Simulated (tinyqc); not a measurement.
Filling against narrowing: heavy doping: band filling, gap narrowing, band tails and the effective intrinsic density. Computed by tinyqc, a small Python program. Command: `OMP_NUM_THREADS=1 python tinyqc.py 3013316 3013317 out.jsonl gapnarrow walk`. One thread of a shared host (Intel(R) Xeon(R) Processor @ 2.30GHz), about 0.02 s of CPU time with the checks.

An n-type crystal above its Mott density, with all dopants ionised: n = N_D - N_A, ionised centres N_I = N_D + N_A. Valleys are taken as spherical with mass m_e.

Inputs (values chosen for the exercise, for a model semiconductor):

| quantity | value | unit |
|---|---|---|
| gap E_g | 3.17 | eV |
| electron mass m_e | 0.193 | m_0 |
| valleys M_c | 1 | - |
| hole mass m_h | 1.56 | m_0 |
| dielectric constant eps | 8.42 | - |
| donor density N_D | 3.9e+19 | cm^-3 |
| compensation ratio N_A/N_D | 0 | - |
| temperature T | 400 | K |

Conduction band: non-parabolic (Kane).

Constants: a_0 = 0.529177210903 angstrom; Ry = 13.605693123 eV; hbar^2/(2 m_0) = 3.80998212 eV angstrom^2; k_B = 8.617333262e-05 eV/K; e = 1.602176634e-19 C; eps_0 = 8.8541878128e-12 F/m; e^2/(4 pi eps_0) = 14.39964548 eV angstrom.

Method:
- n = N_D (1 - ratio); Ry* = Ry m_e/eps^2, a* = a_0 eps/m_e; r_s = (3/(4 pi n))^(1/3)/a*; k_F = (3 pi^2 n/M_c)^(1/3); Mott density (0.26/a*)^3.
- n = M_c (1/(2 pi^2)) (m_e/(hbar^2/2m_0))^(3/2) int sqrt(E (1 + aE)) (1 + 2 aE) f dE with a = (1 - m_e)^2/E_g, f = 1/(1 + exp((E - E_F)/k_B T)); trapezoid rule in t = sqrt(E/k_B T), step 0.02 up to 12; E_F by bisection from the band edge.
- Screening: q^2 = (e/(eps eps_0)) dn/dE_F. Exchange lowers the conduction band by (1/pi) k_F e^2/(4 pi eps_0 eps) (T = 0 Hartree-Fock at k_F, taken as a rigid shift). Screening raises the valence band by (q/2) e^2/(4 pi eps_0 eps) (static Coulomb hole). The narrowing is the sum; electron correlation and carrier-ion shifts are left out. Root-mean-square potential of randomly placed ions: V_rms = (e^2/(4 pi eps_0 eps)) sqrt(2 pi N_I/q).
- Absorption edge of a direct gap, from the valence band at k_F (T = 0 value) to the Fermi level: E_g - narrowing + E_F + (hbar^2/2m_0) k_F^2/m_h, k_F = (3 pi^2 n)^(1/3); the shift is the edge less E_g. n p/n_i^2 = exp(narrowing/k_B T) x (n/N) exp(-E_F/k_B T), N being the limit of n exp(-E_F/k_B T) far below the edge (taken at E_F = -12 k_B T); apparent narrowing = k_B T ln(n p/n_i^2).
- The compensation ratio is held; the absorption edge is given only for E_F above 2 k_B T.

n = 3.90e+19 cm^-3

Mott density = 1.42841e+18 cm^-3

Against carrier density (energies in meV):

| n (cm^-3) | E_F | narrowing | apparent narrowing | V_rms | shift of the absorption edge |
|---|---|---|---|---|---|
| 3.90e+18 | 18.76 | 62.29 | 48.64 | 41.38 | - |
| 7.80e+18 | 55.78 | 78.51 | 51.72 | 52.13 | - |
| 1.60e+19 | 106.66 | 97.25 | 44.35 | 67.72 | 24.25 |
| 2.70e+19 | 157.13 | 112.36 | 27.02 | 82.83 | 65.81 |
| 3.90e+19 | 202.52 | 124.01 | 5.96 | 95.71 | 105.40 |
| 6.20e+19 | 275.39 | 140.35 | -34.59 | 114.98 | 171.66 |
| 9.80e+19 | 369.48 | 158.78 | -94.47 | 137.76 | 260.39 |
| 1.60e+20 | 501.74 | 181.66 | -186.95 | 166.92 | 388.97 |

What does the comparison show, and why?

Narrowing grows with exponent 0.27 between the last rows (exchange goes as n^(1/3), the Coulomb hole as n^(1/6) in a degenerate parabolic band) and E_F with 0.62 (2/3 for a parabolic band at T = 0, towards 1/3 in a Kane band). The apparent narrowing peaks at 51.7 meV near 7.8e18 cm^-3 and then falls, as E_F grows faster than the narrowing. In rows with E_F below 2 k_B T the T = 0 exchange term is overstated. Where V_rms is above half of E_F, band tails blur the edge by more than small net shifts. Filling outweighs narrowing at the absorption edge in every degenerate row (a net Burstein-Moss blue shift).

Extremes, crossings and ranges named in words are read from the listed rows.
